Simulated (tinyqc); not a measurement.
Equation-of-state fits to an energy-volume table made by a known binding curve. Changing the shift of the window centre s. Computed by tinyqc, a small Python program. Command: `OMP_NUM_THREADS=1 python tinyqc.py 3031564 3031565 out.jsonl eosfit sweep`. One thread of a shared host (Intel(R) Xeon(R) Processor @ 2.30GHz), about 0.05 s of CPU time with the checks.

With x = (V/V_0)^(1/3), the energy per atom is E = D [m x^-n - n x^-m]/(n - m), so that B0 = D n m/(9 V_0) and B' = (n + m + 6)/3. B' = dB/dP at P = 0.

Inputs (values chosen for the exercise, for a model crystal):
```
quantity,value,unit
cohesive energy D,6.48,eV/atom
true volume V_0,19.9,angstrom^3/atom
repulsive exponent n,9,-
attractive exponent m,4,-
half-width of the volume window w,0.16,-
points N,5,-
compression V/V_0 for the pressure test,0.75,-
noise amplitude,0.076,meV
```

Binding curve: Mie. Noise: added.

numbers xi_j, drawn evenly from -1 to 1: [0.1257, -0.2915, 0.9656, -0.4121, 0.3563, -0.9704, 0.4063, -0.8948, 0.6742, 0.4017, -0.3489, -0.1958, 0.0205, 0.6227, -0.8294, -0.5974, 0.2616, -0.5424, -0.9295, 0.5616, -0.5888]

Constants: 1 eV/angstrom^3 = 160.2176634 GPa.

Method:
- B0 and B' from the formulas above; P = -dE/dV at V = c V_0 (c the compression chosen), from the curve itself.
- Table: V_j = V_0 [1 + s + w (2 j/(N - 1) - 1)], j = 0..N-1, rounded to 0.001; E_j from the curve plus the noise amplitude times the listed numbers xi_j (xi_0 first), rounded to 1e-7 eV.
- Third-order Birch-Murnaghan is a cubic in u = V^(-2/3): fit it by linear least squares, find the minimum, and take B0 = V E''(V), B' = -1 - V E'''/E'' there.
- Errors are fitted minus exact, relative; the pressure at c V_0 uses P = (3 B0/2) (x^7 - x^5) [1 + (3/4)(B' - 4)(x^2 - 1)], x = (V0/V)^(1/3) with the fitted values.

One run for each value:
```
shift of the window centre s,error of B0 (%),error of B' (%),error of that pressure (%)
-0.140,-3.5691,8.5558,0.1020
-0.096,-1.0279,5.2661,-0.2564
-0.048,0.2541,2.5625,-0.9727
0.000,0.5715,0.4579,-2.0103
0.048,0.3038,-1.2366,-3.3379
0.096,-0.3081,-2.6354,-4.9193
0.140,-1.0378,-3.7225,-6.5617
```

What does the table show, and why?

Over the rows, error of B0 (%) goes from -3.57 through a maximum among these rows, 0.572 at 0, to -1.04; error of B' (%) falls from 8.56 to -3.72; error of that pressure (%) falls from 0.102 to -6.56. Shifting the window moves the minimum away from its centre, which changes how the neglected higher-order terms enter the fitted values.

Extremes, crossings and ranges named in words are read from the listed rows.
